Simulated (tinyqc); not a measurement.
Band bending at a free surface with a continuum of surface states, surface photovoltage and Kelvin probe: one step of the calculation.

n-type bulk, xi = Ec - EF = Vt ln(Nc/Nd), p0 = ni^2/Nd, ni = sqrt(Nc Nv) exp(-Eg/(2 Vt)), Eg in volts. b is the upward band bending, u = b/Vt. Space charge per area, in units of q: Qc = sign(b) sqrt((2 eps0 eps_r Vt/q) [(Nd + dn)(exp(-u) - 1) + Nd u + (p0 + dn)(exp(u) - 1)]), with dn the excess density under light (flat quasi-Fermi levels; 0 in the dark). The states hold -Ds (E0 - xi - b): negative while the Fermi level lies above the neutrality level. Neutrality: Qc + Qf + (charge of the states) = 0.

Task. Bulk quantities. xi, ni, p0, the Debye length sqrt(eps0 eps_r Vt/(q Nd)) and the flat-band work function chi + xi.

Inputs (values chosen for the exercise); band and dielectric values close to those of gallium arsenide: temperature T = 300 K; band gap Eg = 1.42 eV; relative permittivity eps_r = 12.8; conduction-band density of states at T Nc = 4.45e17 cm^-3; valence-band density of states at T Nv = 8.83e18 cm^-3; electron affinity chi = 4.02 eV; donor density Nd = 1.4e15 cm^-3.

Constants: q = 1.602176634e-19 C, kB = 1.380649e-23 J/K, Vt = kB T/q, eps0 = 8.8541878128e-14 F/cm where lengths are in cm. Results are converted to the units shown.

Give: xi; ni; p0; Debye length; chi + xi.

Result.

xi = 0.1489 eV
ni = 2.343e6 cm^-3
p0 = 0.003920 cm^-3
Debye length = 114.3 nm
chi + xi = 4.169 eV

Program tinyqc, `OMP_NUM_THREADS=1 python tinyqc.py 2430127 2430128 out.jsonl`; Intel Xeon 2.30GHz, shared host, one thread, about 0.01 s.
